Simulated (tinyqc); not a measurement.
Frequency dispersion of an accumulation capacitance by border traps, distributed model: effect of the density of border traps.

Traps spread evenly through the insulator exchange electrons with the semiconductor by tunnelling, with tau(x) = t0 exp(2 ka x) at depth x from the interface. The admittance per area Y seen at depth x obeys dY/dx = -Y^2/(i w eps0 eox) + q Nb ln(1 + i w tau)/tau, with Y(0) = i w Cs and w = 2 pi f; the gate sees Y(tox) = G + i w C. Working variable y = Y/(i w), in uF/cm^2. Cox = eps0 eox/tox.

Cox; trap-free value 1/(1/Cox + 1/Cs); response depth d = ln(1/(w t0))/(2 ka), where w tau = 1; lumped estimate: all traps within d act as C_bt = q Nb d placed at d/2, so C = 1/{1/[1/(1/Cs + d/(2 eps0 eox)) + C_bt] + (tox - d/2)/(eps0 eox)}. C and G from a fine integration; dispersion -d C/d log10 f over C, from f times and over 1.1. For a broad spread of time constants G/w is close to -(pi/2) dC/d ln w.

Values chosen for this exercise; permittivity close to that of hafnium oxide:
- eox = 18.3 (relative permittivity of the insulator)
- tox = 8.4 nm (insulator thickness)
- Cs = 4.7 uF/cm^2 (semiconductor capacitance in accumulation)
- ka = 4.7 1/nm (decay constant of the wave function in the insulator)
- t0 = 9e-11 s (time constant of a trap at the interface)
- f = 1e6 Hz (frequency)

Constants: q = 1.602176634e-19 C, eps0 = 8.8541878128e-14 F/cm where lengths are in cm. Results are converted to the units shown.

The same in every row: d (nm) = 0.7955; trap-free C (uF/cm^2) = 1.368.

Result of one run:

| C (uF/cm^2) | G/w (uF/cm^2) | dispersion (% a decade) | -(pi/2) dC/d ln w (uF/cm^2) | lumped C (uF/cm^2) |
|---|---|---|---|---|
| 1.383 | 0.003477 | 0.3683 | 0.003475 | 1.381 |

Which density of border traps Nb gave this result: 1e19, 3e19, 7e19 or 2e20 cm^-3 eV^-1?

Nb = 1e19 cm^-3 eV^-1.

The whole series:

| Nb (cm^-3 eV^-1) | C (uF/cm^2) | G/w (uF/cm^2) | dispersion (% a decade) | -(pi/2) dC/d ln w (uF/cm^2) | lumped C (uF/cm^2) |
|---|---|---|---|---|---|
| 1e18 | 1.369 | 3.601e-4 | 0.03852 | 3.598e-4 | 1.369 |
| 2e18 | 1.371 | 7.174e-4 | 0.07665 | 7.168e-4 | 1.370 |
| 6e18 | 1.377 | 0.002119 | 0.2254 | 0.002117 | 1.376 |
| 1e19 | 1.383 | 0.003477 | 0.3683 | 0.003475 | 1.381 |
| 3e19 | 1.412 | 0.009673 | 1.004 | 0.009670 | 1.406 |
| 7e19 | 1.464 | 0.01960 | 1.961 | 0.01959 | 1.450 |
| 2e20 | 1.590 | 0.03792 | 3.488 | 0.03784 | 1.558 |
| 4e20 | 1.710 | 0.04806 | 4.093 | 0.04775 | 1.663 |

As Nb goes from 1e18 to 4e20, C rises from 1.37 to 1.71 uF/cm^2, the dispersion rises from 0.0385 to 4.09 % a decade and G/w rises from 3.60e-4 to 0.0481 uF/cm^2. The lumped estimate is 0.017 % below C in the first row and 2.8 % below it in the last. The dispersion goes as Nb^(0.99) between the first two rows and Nb^(0.23) between the last two: dense traps near the interface screen those behind them.

Numbers from tinyqc (`OMP_NUM_THREADS=1 python tinyqc.py 2202128 2202129 out.jsonl`; about 0.5 s on one thread of a shared Intel Xeon 2.30GHz).
